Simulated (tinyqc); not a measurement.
Order of mass and momentum: quantum well in an electric field by finite differences.

Finite differences on points z_i at the centres of cells of width h: H_ii = (c/h^2)(1/m_(i-1/2) + 1/m_(i+1/2)) + V_i, H_(i,i+1) = -(c/h^2)/m_(i+1/2), where m_(i+1/2) is the mean of the masses at the two points (the end values are repeated outwards), psi = 0 on the points beyond both ends, c = hbar^2/2m0. The field adds e F (z - z0) with z0 the middle of the structure; 1 kV/cm = 1e-5 eV/angstrom.

Constants: hbar^2/2m0 = 3.80998211 eV angstrom^2.

Inputs chosen for the exercise (out of a larger set: near those of an InGaAs well in InAlAs; not measured data): layers = ((68, 0.496, 0.0728), (102, 0, 0.0399), (68, 0.496, 0.0728)) (each layer: thickness in angstrom, band edge in eV, mass in m0); F = 25 kV/cm (field along z); hf = 1.0625 angstrom (cell width of the fine grid).

Fine grid. Hermitian kinetic operators m^a p m^b p m^a with 2a + b = -1: H_ii = (c/h^2) m_i^(2a) (m_(i-1/2)^b + m_(i+1/2)^b) + V_i, H_(i,i+1) = -(c/h^2) m_i^a m_(i+1)^a m_(i+1/2)^b; BenDaniel-Duke is a = 0. The halved form has H_ii = 2c/(h^2 m_i) + V_i and H_(i,i+1) = -(c/2h^2)(1/m_i + 1/m_(i+1)). The shifts are measured against BenDaniel-Duke; the last column repeats E1 with cells of hf/4.

Levels (eV):
```
operator                            E1      E2  E1 - E1(BDD) (meV)  E1 at hf/4
BenDaniel-Duke                  0.0484  0.1962                 0.0      0.0484
(1/m) p^2 + p^2 (1/m), halved   0.0174  0.1018               -31.0     -1.6789
m^(-1/2) p^2 m^(-1/2)           0.0617  0.2348                13.3      0.0617
m^(-1/4) p m^(-1/2) p m^(-1/4)  0.0552  0.2153                 6.8      0.0553
one mass, the smallest          0.0553  0.2154                 6.9      0.0553
```

What can be read from this table?

The three forms m^a p m^b p m^a span 13.3 meV in E1, 9 % of E2 - E1; they differ only at the mass steps (largest to smallest mass 1.82), where m^a psi is the continuous quantity. Dropping the mass step altogether moves E1 by +6.9 meV. Refining the grid moves the halved form by -1696.3 meV, against at most 0.04 meV for the other three: at an abrupt step it has no limit as the grid is refined.

Computed by tinyqc, a small Python program: `OMP_NUM_THREADS=1 python tinyqc.py 1282653 1282654 out.jsonl` (the numbers bound the seed that draws the inputs); one thread of a shared host (Intel(R) Xeon(R) Processor @ 2.30GHz), about 0.03 s for the whole set of steps.
